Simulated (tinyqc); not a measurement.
From results back to parameters: phonon-assisted absorption at an indirect gap. Three cases, with inputs chosen for the exercise.

Problem. One phonon: alpha = A [N (E - Eg + w)^2 + (N + 1)(E - Eg - w)^2], each term only above its threshold, N = 1/(exp(w/kB Tm) - 1). The first two energies lie below the emission threshold and the third above it.

Constants: kB = 8.617333262e-05 eV/K.

Find: slope sqrt(A N); threshold Eg - w; w; Eg; A.

Method. sqrt(alpha) at the first two energies is a line with slope sqrt(A N) and intercept Eg - w. The excess at the third energy is A N exp(w/kB Tm) (E - (Eg - w) - 2w)^2, which has one root w with the emission threshold between the second and third energies.

Case 1.

Values chosen (out of a larger set: loosely those of SiGe at room temperature; Eg is not tied to T; not measured data): Es = (0.907, 0.967, 1.028) eV (three photon energies); Tm = 300 K.

alpha at the three energies (1/cm): 0.2024035  3.098515  15.07509

Solution.

slope sqrt(A N) = 21.84 1/(cm^(1/2) eV)
threshold Eg - w = 0.8864 eV
w = 50.6 meV
Eg = 0.937 eV
A = 2.9e+03 1/(cm eV^2)

Case 2.

Values chosen (out of a larger set: loosely those of GaP at room temperature; Eg is not tied to T; not measured data): Es = (2.225, 2.279, 2.337) eV (three photon energies); Tm = 400 K.

alpha at the three energies (1/cm): 0.7176369  11.57861  51.04308

Solution.

slope sqrt(A N) = 47.33 1/(cm^(1/2) eV)
threshold Eg - w = 2.2071 eV
w = 44.9 meV
Eg = 2.252 eV
A = 6.0e+03 1/(cm eV^2)

Case 3.

Values chosen (out of a larger set: loosely those of AlAs at room temperature; Eg is not tied to T; not measured data): Es = (2.165, 2.221, 2.279) eV (three photon energies); Tm = 250 K.

alpha at the three energies (1/cm): 0.2504767  4.163249  23.44246

Solution.

slope sqrt(A N) = 27.50 1/(cm^(1/2) eV)
threshold Eg - w = 2.1468 eV
w = 46.2 meV
Eg = 2.193 eV
A = 5.7e+03 1/(cm eV^2)

Computed by tinyqc, one run a case: `OMP_NUM_THREADS=1 python tinyqc.py N N+1 out.jsonl` with N = 1682214, 1682311, 1682426; one thread of a shared Intel(R) Xeon(R) Processor @ 2.30GHz, about 0.01 s a run at most.
